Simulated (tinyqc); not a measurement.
Landau-Devonshire theory of a uniaxial ferroelectric: one step, computed by the program tinyqc. Command: `OMP_NUM_THREADS=1 python tinyqc.py 3024102 3024103 out.jsonl ferro walk`. One thread of a shared host (Intel(R) Xeon(R) Processor @ 2.30GHz), about 0.01 s of CPU time with the checks.

G(P) = (alpha/2) P^2 + (beta*/4) P^4 + (gamma/6) P^6 - E P per volume, SI units, one domain, P along the polar axis, which is normal to the film.

Task: A capacitor with imperfect screening. Between shorted electrodes with screening length lambda each, the depolarising field is -k P, k = 2 lambda/(eps_0 (d + 2 lambda eps_b)), so alpha turns into alpha + k. Ps^2 = [-beta* + sqrt(beta*^2 - 4 alpha gamma)]/(2 gamma). The polar state is the lowest uniform state while alpha + k < 0 (beta* > 0) or < 3 beta*^2/(16 gamma) (beta* < 0); setting the equality gives the critical thickness d_c.

Inputs (values chosen for the exercise, for a model ferroelectric):
```
quantity                          value       unit
Curie-Weiss temperature T0          460          K
gamma                          3.04e+09  J m^9/C^6
temperature T                       318          K
film thickness d                    6.5         nm
screening length lambda          0.0057         nm
background permittivity eps_b        10          -
```

Sample: epitaxial film.

alpha = -6.981906e+08 J m/C^2

beta* = 1.144851e+09 J m^5/C^4

Constants: eps_0 = 8.8541878128e-12 F/m.

Give: depolarising coefficient k; polarisation of the film; size of the depolarising field; critical thickness d_c.

Result:

depolarising coefficient k = 1.947e+08 J m/C^2

polarisation of the film = 51.00 microcoulomb/cm^2

size of the depolarising field = 99.29 MV/m

critical thickness d_c = 1.730 nm
